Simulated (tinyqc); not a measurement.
# Reflectance at normal incidence against thickness

Normal incidence on air, film (n1) and substrate (N2 = n2 - i k2): r01 = (1 - n1)/(1 + n1), r12 = (n1 - N2)/(n1 + N2), amplitude (r01 + r12 X)/(1 + r01 r12 X), X = exp(-4 pi i n1 d/lam), R its squared modulus, phase from 0 to 360 degrees.

Inputs (values chosen for the exercise): wavelength lam = 800 nm; index of the transparent film n1 = 1.288; index of the substrate n2 = 3.692; extinction coefficient of the substrate k2 = 0.0065.

Reflectance at normal incidence against thickness:
```
d (nm)  R (%)  phase of the reflected amplitude (degrees)
0       32.92                                       179.9
39      30.70                                       146.0
78      24.72                                       107.6
116     17.82                                       60.86
155     14.44                                      0.3457
194     17.75                                       299.7
232     24.64                                       252.8
271     30.65                                       214.4
310     32.92                                       180.4
```

R goes from 32.9 through a minimum of 14.4 (at d = 155 nm among the rows listed) to 32.9 %. At a quarter wave, d = 155 nm, R = 14.4 %; for a transparent substrate it would vanish for n1 = sqrt(n2) = 1.92.

Numbers from tinyqc (`OMP_NUM_THREADS=1 python tinyqc.py 2870123 2870124 out.jsonl`; about 0.01 s on one thread of a shared Intel Xeon 2.30GHz).
